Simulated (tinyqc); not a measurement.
# Input admittance of a MOSFET at zero drain bias: distributed channel and distributed gate: what changes with what

Source and drain grounded, strong inversion, w = 2 pi f, Cox = eps0 eox/tox. The channel is an RC line of resistance 1/(mu Cox Vo) per square fed from both ends, so one finger has the intrinsic admittance y = i w Cox L tanh(g)/g per width, g = (1/2) sqrt(i w tau), tau = L^2/(mu Vo). The vertical resistance rv/L is in series with y, the overlaps 2 i w Cov in parallel: y_t = 1/(1/y + rv/L) + 2 i w Cov. The gate strip is a line of Rsh/L per length loaded by y_t, so a finger has Y = y_t Wf tanh(k)/k, k = (Wf/sd) sqrt(y_t Rsh/L); the device has Nf Y.

Parameters, values chosen for the exercise; values of the order met in silicon radio-frequency transistors: relative permittivity of the gate insulator (close to silicon dioxide) eox = 3.9; insulator thickness tox = 5 nm; channel length L = 0.65 um; finger width Wf = 16 um; number of fingers Nf = 16; channel mobility mu = 270 cm^2/(V s); gate overdrive Vo = 0.31 V; sheet resistance of the gate Rsh = 38 ohm/square; vertical resistivity of the gate stack rv = 3.5 ohm um^2; number of ends at which a finger is contacted sd = 1; overlap and fringe capacitance on each side Cov = 0.36 fF/um; frequency f = 2.5 GHz.

Constants: eps0 = 8.8541878128e-14 F/cm where lengths are in cm. Results are converted to the units shown.

Each table varies one quantity; the others keep the values above.

## Input impedance against frequency

Low-frequency limits, with c = Cox L and ct = c + 2 Cov: R_strip = Rsh Wf/(3 sd^2 L Nf), R_ch = (c/ct)^2 L/(12 mu Cox Vo Wf Nf), R_vert = (c/ct)^2 rv/(L Wf Nf), C = ct Wf Nf. Z = 1/(Nf Y) = R + 1/(i w C), Q = |Im Z|/R, far-point signal |1/cosh k|.

The same in every row: low-frequency R (ohm) = 22.22.

Result of one run:

| f (GHz) | w tau | \|k\| | R (ohm) | C (fF) | Q | signal at the far point |
|---|---|---|---|---|---|---|
| 0.2 | 0.06343 | 0.3130 | 22.22 | 1333 | 26.86 | 0.9990 |

What becomes of these results when the frequency f is changed from 0.2 to 1 GHz, all else the same?

Result of the changed run:

| f (GHz) | w tau | \|k\| | R (ohm) | C (fF) | Q | signal at the far point |
|---|---|---|---|---|---|---|
| 1 | 0.3172 | 0.6997 | 22.18 | 1326 | 5.411 | 0.9753 |

The whole series:

| f (GHz) | w tau | \|k\| | R (ohm) | C (fF) | Q | signal at the far point |
|---|---|---|---|---|---|---|
| 0.03 | 0.009515 | 0.1212 | 22.22 | 1334 | 179.0 | 1.000 |
| 0.07 | 0.02220 | 0.1852 | 22.22 | 1333 | 76.73 | 0.9999 |
| 0.2 | 0.06343 | 0.3130 | 22.22 | 1333 | 26.86 | 0.9990 |
| 0.5 | 0.1586 | 0.4949 | 22.21 | 1332 | 10.76 | 0.9937 |
| 1 | 0.3172 | 0.6997 | 22.18 | 1326 | 5.411 | 0.9753 |
| 4 | 1.269 | 1.395 | 21.57 | 1232 | 1.497 | 0.7371 |
| 10 | 3.172 | 2.165 | 19.34 | 968.1 | 0.8502 | 0.3812 |
| 30 | 9.515 | 3.325 | 15.04 | 596.0 | 0.5920 | 0.1151 |
| 80 | 25.37 | 4.269 | 12.09 | 310.5 | 0.5299 | 0.04609 |

R falls from 22.2 to 12.1 ohm and C falls from 1330 to 311 fF. Q goes as f^(-1.00) between the first two rows and f^(-0.11) between the last two, where w tau = 25.4 and |k| = 4.27. The low-frequency limits hold both R and C within 5 % up to f = 1 GHz among the rows.

## Dividing a fixed width into fingers

Total width Wf Nf = 260 um; each finger also has a contact resistance Rc at each contacted end, which adds Rc/(sd Nf). The resistances are low-frequency limits, good while |k| is below about 1; the far-point signal is |1/cosh k| at f, without Rc.

The same in every row: R_ch + R_vert (ohm) = 2.692.

Result of one run:

| Nf | Wf (um) | R_strip (ohm) | Rc/(sd Nf) for Rc = 30 ohm (ohm) | sum (ohm) | signal at the far point |
|---|---|---|---|---|---|
| 1 | 260.0 | 5067 | 30.00 | 5099 | 4.282e-6 |

What becomes of these results when the number of fingers Nf is changed from 1 to 8, all else the same?

Result of the changed run:

| Nf | Wf (um) | R_strip (ohm) | Rc/(sd Nf) for Rc = 30 ohm (ohm) | sum (ohm) | signal at the far point |
|---|---|---|---|---|---|
| 8 | 32.50 | 79.17 | 3.750 | 85.61 | 0.4067 |

The whole series:

| Nf | Wf (um) | R_strip (ohm) | Rc/(sd Nf) for Rc = 30 ohm (ohm) | sum (ohm) | signal at the far point |
|---|---|---|---|---|---|
| 1 | 260.0 | 5067 | 30.00 | 5099 | 4.282e-6 |
| 2 | 130.0 | 1267 | 15.00 | 1284 | 0.002926 |
| 4 | 65.00 | 316.7 | 7.500 | 326.9 | 0.07639 |
| 8 | 32.50 | 79.17 | 3.750 | 85.61 | 0.4067 |
| 16 | 16.25 | 19.79 | 1.875 | 24.36 | 0.8632 |
| 32 | 8.125 | 4.948 | 0.9375 | 8.577 | 0.9831 |
| 64 | 4.062 | 1.237 | 0.4688 | 4.398 | 0.9972 |
| 128 | 2.031 | 0.3092 | 0.2344 | 3.236 | 0.9994 |

R_strip falls as 1/Nf^2, from 5070 to 0.309 ohm, the contact term as 1/Nf, and R_ch + R_vert stays at 2.69 ohm since the total width is fixed. The sum is within a factor 1.5 of that floor from Nf = 128 on. More fingers add wiring capacitance, which is left out.

Computed by the program tinyqc: `OMP_NUM_THREADS=1 python tinyqc.py 2262052 2262053 out.jsonl`, one thread of a shared Intel Xeon 2.30GHz, about 0.01 s for the whole run.
